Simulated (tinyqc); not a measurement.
## Zero-field barrier from two thresholds

Problem. The photoemission threshold over an interface barrier is Phi = P0 - sqrt(q F/(4 pi eps0 ei)). Find P0 and ei.

Constants: q = 1.602176634e-19 C, eps0 = 8.8541878128e-14 F/cm where lengths are in cm. Results are converted to the units shown.

thresholds at F = 0.7 and 3.1 MV/cm (eV): 3.8515601  3.6213554

Solution. Phi is linear in sqrt(F): the intercept is P0 and the slope gives ei.

P0 = 4.06 eV
ei = 2.32

Program tinyqc, `OMP_NUM_THREADS=1 python tinyqc.py 2410064 2410065 out.jsonl`; Intel Xeon 2.30GHz, shared host, one thread, about 0.01 s.
